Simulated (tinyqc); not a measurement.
Inside a calculation. Method: plane-wave Kohn-Sham cycle with exchange-only LDA in a layered model solid. One step of it, computed by the program tinyqc.

Task: Iteration 1: levels at that k. Diagonalise the Hermitian matrix.

H (hartree), lower triangle:
```
           -2         -1         +0         +1        +2
-2   0.458266
-1  -0.145000  -0.013813
+0   0.000000  -0.145000  -0.171173
+1   0.000000   0.000000  -0.145000  -0.013813
+2   0.000000   0.000000   0.000000  -0.145000  0.458266
```

Give: eigenvalues.

Result:

eigenvalues (hartree): -0.3212  -0.0548  0.0901  0.4992  0.5044
